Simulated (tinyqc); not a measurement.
# Sharing a fixed EOT between the layers

Without charge in the stack, a voltage of 1 V over an EOT of 2.1 nm gives F1 = (V/EOT)(3.9/e1) and F2 = F1 e1/e2; t2 = e2 (EOT/3.9 - t1/e1).

Parameters, values chosen for the exercise:
```
symbol,value,unit,meaning
e1,3.82,,relative permittivity of layer 1
e2,21.9,,relative permittivity of layer 2
```

Result of one run:
```
t2 (nm)  physical thickness (nm)  drop over layer 1 (V)  drop over layer 2 (V)
11.79                      11.79                      0                  1.000
```

Which thickness of layer 1, next to the semiconductor t1 gave this result: 0, 1, 1.25 or 1.5 nm?

t1 = 0 nm.

The whole series:
```
t1 (nm)  t2 (nm)  physical thickness (nm)  drop over layer 1 (V)  drop over layer 2 (V)
0          11.79                    11.79                      0                  1.000
0.25       10.36                    10.61                 0.1215                 0.8785
0.5        8.926                    9.426                 0.2431                 0.7569
0.75       7.493                    8.243                 0.3646                 0.6354
1          6.059                    7.059                 0.4862                 0.5138
1.25       4.626                    5.876                 0.6077                 0.3923
1.5        3.193                    4.693                 0.7292                 0.2708
1.75       1.760                    3.510                 0.8508                 0.1492
```

Each 0.1 nm of layer 1 costs 0.573 nm of layer 2, so the physical thickness falls from 11.8 to 3.51 nm. The fields do not change, 4.86 MV/cm in layer 1 and 0.848 MV/cm in layer 2, and layer 1 takes half of the voltage at t1 = 1.03 nm.

Numbers from tinyqc (`OMP_NUM_THREADS=1 python tinyqc.py 2010087 2010088 out.jsonl`; about 0.01 s on one thread of a shared Intel Xeon 2.30GHz).
